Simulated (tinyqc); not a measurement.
# Mobility, diffusion coefficient and lifetime from two collectors

Question. For an injected sheet in a field F the peak time tp at distance L obeys u^2 tp^2 + 2 D tp = L^2 with u^2 = v^2 + 4 D/tau, and the pulse area goes as exp(L (v - u)/(2 D)); v = mu F. Find u, D, mu and tau without using the Einstein relation.

Parameters, values chosen for the exercise:
```
symbol  value  unit                      meaning
F         4.2  V/cm  sweep field along the drift
```

distances (um): 920  2500
peak times (us): 9.61308379  27.2853869
ratio of the areas, far over near = 0.235883644

Answer. The two peak times give two linear equations for u^2 and D; the area ratio gives v - u, and u^2 - v^2 = 4 D/tau gives tau.

u = 8.93e3 cm/s
D = 56.7 cm^2/s
mu = 1.88e3 cm^2/(V s)
tau = 1.30e-5 s

Computed by the program tinyqc: `OMP_NUM_THREADS=1 python tinyqc.py 2310108 2310109 out.jsonl`, one thread of a shared Intel Xeon 2.30GHz, about 0.01 s for the whole run.
